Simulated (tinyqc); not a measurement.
Dielectric confinement in a thin film (image charges), step by step. Values are carried at full precision from step to step, so a last printed digit may differ when a step is redone from the rounded ones.

A film |z| < t/2 of dielectric constant eps between half-spaces of dielectric constant e2; lam = (eps - e2)/(eps + e2), q = e^2/(4 pi eps0). The self-energy of a band edge is taken with the high-frequency value, e2 = eh, and the field of a fixed ion with the static one, e2 = eo. A charge at z has images lam^|n| at n t + (-1)^n z. Its self-energy is S(z) = (q/2 eps) sum over n >= 1 of lam^n [1/(n t - 2z) + 1/(n t + 2z)] for odd n and 2 lam^n/(n t) for even n; at the centre S(0) = -(q/(eps t)) ln(1 - lam).

Constants: e^2/(4 pi eps0) = 14.39964547 eV angstrom; hbar^2/2m0 = 3.80998211 eV angstrom^2; Ry = 13.60569312 eV.

Inputs chosen for the exercise (near those of a Ge film between layers of a low-k oxide; the results hold for these values, not for the real material):

| symbol | value | unit | meaning |
|---|---|---|---|
| t | 28 | angstrom | film thickness |
| eps | 16.3 |  | dielectric constant of the film |
| eh | 2 |  | high-frequency dielectric constant outside |
| mz | 0.118 | m0 | mass across the film |
| eo | 2.5 |  | static dielectric constant outside |
| m | 0.153 | m0 | mass in the plane |

## Images for a charge at the centre

Give lam, the first five terms (q/eps) lam^n/(n t), their sum and the closed form.

lam = 0.7814

terms (meV): 24.65  9.63  5.02  2.94  1.84

sum of five = 44.08 meV
S(0) = 47.98 meV

The surroundings screen less than the film, so the images repel and each band edge moves outwards: the gap changes by about 2 S = +96 meV. The static value 2.5 would give S(0) = +41.8 meV.

## Self-energy across the film

S at 2z/t = 0, 0.2, 0.4, 0.6, 0.8 and 0.9, summed to n = 399.

Self-energy:

| 2z/t | z (angstrom) | S (meV) |
|---|---|---|
| 0.0 | 0.0 | 47.98 |
| 0.2 | 2.8 | 49.03 |
| 0.4 | 5.6 | 52.78 |
| 0.6 | 8.4 | 62.09 |
| 0.8 | 11.2 | 92.25 |
| 0.9 | 12.6 | 153.66 |

Towards the wall S diverges as (q lam/4 eps)/(distance), an artefact of the abrupt interface that the vanishing envelope makes harmless.

## Shift of the subband edge

First order: <S> over the envelope (2/t) cos^2(pi z/t), beside the confinement energy c (pi/t)^2/mz, c = hbar^2/2m0.

<S> = 53.46 meV
confinement energy = 406.47 meV

|<S>| is 0.13 times the confinement energy; the first goes as 1/t and the second as 1/t^2, so they are equal at t = 213 angstrom.

## Binding of a donor

Donor at the centre, lam from the static eo, trial function cos(pi z/t) exp(-rho/l): E(l) = c/(m l^2) - (q/eps) times the integral over k of F(k t) (1 + (k l/2)^2)^(-3/2), with F(x) = F0 + 2 lam exp(-x) G/(1 - lam exp(-x)), F0 = 2[(1 - exp(-x/2))/x + x (1 + exp(-x/2))/(x^2 + 4 pi^2)], G = 2 sinh(x/2)[1/x - x/(x^2 + 4 pi^2)]; c = hbar^2/2m0. The binding energy is -E at the minimum, counted from the subband edge with its self-energy.

Minimise over l with and without images (lam = 0); Ry* = Ry m/eps^2.

Donor:

| case | l (angstrom) | binding (meV) | in Ry* |
|---|---|---|---|
| no images | 38.5 | 22.1 | 2.82 |
| with images | 29.3 | 88.4 | 11.28 |

Ry* = 7.83 meV

The images change the binding by +66.3 meV, against -2 (q/(eps t)) ln(1 - lam) = +83.6 meV for an orbit much smaller than t. At 300 K the binding is 3.4 kB T, which hinders ionisation.

## Checks

- S(0) from the series against the closed form, meV: both 47.98.
- F(2.3) for lam = 0.7814 from a direct sum over images against the closed form: both 0.9147.

(tinyqc, `OMP_NUM_THREADS=1 python tinyqc.py 1251453 1251454 out.jsonl`, Intel(R) Xeon(R) Processor @ 2.30GHz, 1 thread, shared host, about 0.05 s.)
